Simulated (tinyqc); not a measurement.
# Gate-all-around wire, scale length and short-channel effects: effects of single changes

A round wire of diameter ts in an insulator shell of thickness ti under a surrounding gate. Below threshold the potential that source and drain add obeys Laplace's equation and vanishes on the gate. Its lowest mode decays along the channel as exp(-k y); k is the smallest positive root of the matching condition at the interface, and the scale length is Lambda = pi/k.

Values chosen for this exercise; permittivities: semiconductor close to that of gallium nitride, insulator close to that of silicon dioxide:
```
symbol,value,unit,meaning
T,400,K,temperature
eps_r,9.63,,relative permittivity of the semiconductor
ei,3.74,,relative permittivity of the insulator
ti,1.2,nm,insulator thickness
ts,12.8,nm,wire diameter
L,31,nm,channel length
Vbi,0.94,V,potential of the source
sT,0.54,V,potential of the barrier top at threshold
Vds,0.5,V,drain voltage
```

Constants: q = 1.602176634e-19 C, kB = 1.380649e-23 J/K, Vt = kB T/q. Results are converted to the units shown.

Each table varies one quantity; the others keep the values above.

## Effect of the wire diameter

k is the smallest positive root of f(k) = ei J0(u)[J1(u) Y0(v) - Y1(u) J0(v)] - eps_r J1(u)[J0(u) Y0(v) - Y0(u) J0(v)], u = k ts/2, v = u + k ti. Along the channel psi(y) = s + a exp(y/l) + b exp(-y/l) with psi(0) = Vbi, psi(L) = Vbi + Vds and l = 1/k = Lambda/pi; with A = Vbi - s, B = A + Vds, x = exp(-L/l): a = (B - A x) x/(1 - x^2), b = (A - B x)/(1 - x^2). The minimum is s + 2 sqrt(a b), at y = (l/2) ln(b/a). The long-channel potential follows the gate as s = sT + (Vg - VTL)/m, and the threshold VT is the gate voltage at which the minimum equals sT. Swing = m Vt ln 10/g at threshold, g = d(minimum)/ds = 1 - (b x + a)/((1 + x) sqrt(a b)). DIBL = [VT(0.05 V) - VT(Vds)]/(Vds - 0.05 V). sT and Vbi are held fixed; m = 1.

Result of one run:
```
ts (nm)  Lambda (nm)  L/Lambda  VT - VTL at Vds (mV)  DIBL (mV/V)  swing (mV/decade)
15            13.729    2.2579               -36.830       24.228             84.601
```

What becomes of these results when the wire diameter ts is changed from 15 to 6.4 nm, all else the same?

Result of the changed run:
```
ts (nm)  Lambda (nm)  L/Lambda  VT - VTL at Vds (mV)  DIBL (mV/V)  swing (mV/decade)
6.4           7.6313    4.0622               -2.0397       1.3285             79.661
```

The whole series:
```
ts (nm)  Lambda (nm)  L/Lambda  VT - VTL at Vds (mV)  DIBL (mV/V)  swing (mV/decade)
5.1           6.6058    4.6928              -0.75576      0.49203             79.477
6.4           7.6313    4.0622               -2.0397       1.3285             79.661
8             8.8332    3.5095               -4.8848       3.1844             80.068
9.9           10.205    3.0378               -10.348       6.7570             80.847
12            11.676    2.6549               -19.170       12.551             82.103
15            13.729    2.2579               -36.830       24.228             84.601
19            16.415    1.8885               -69.207       45.865             89.139
```

As ts goes from 5.1 to 19 nm, Lambda rises from 6.61 to 16.4 nm, DIBL rises from 0.492 to 45.9 mV/V and the swing rises from 79.5 to 89.1 mV a decade. On average Lambda goes as ts^(0.69).

## Effect of the drain voltage

Same model as above.

The same in every row: Lambda (nm) = 12.228; L/Lambda = 2.5351.

Effect of the drain voltage:
```
Vds (V)  VT - VTL at Vds (mV)  DIBL (mV/V)  swing (mV/decade)
0.2                   -18.985       17.031             82.503
0.35                  -21.248       16.059             82.590
0.5                   -23.304       15.275             82.689
0.65                  -25.203       14.621             82.794
0.8                   -26.978       14.064             82.900
0.95                  -28.651       13.579             83.007
1.1                   -30.240       13.152             83.113
```

What does the comparison show?

As Vds goes from 0.2 to 1.1 V, Lambda stays at 12.2 nm, DIBL falls from 17.0 to 13.2 mV/V and the swing rises from 82.5 to 83.1 mV a decade.

Program tinyqc, `OMP_NUM_THREADS=1 python tinyqc.py 2420127 2420128 out.jsonl`; Intel Xeon 2.30GHz, shared host, one thread, about 0.01 s.
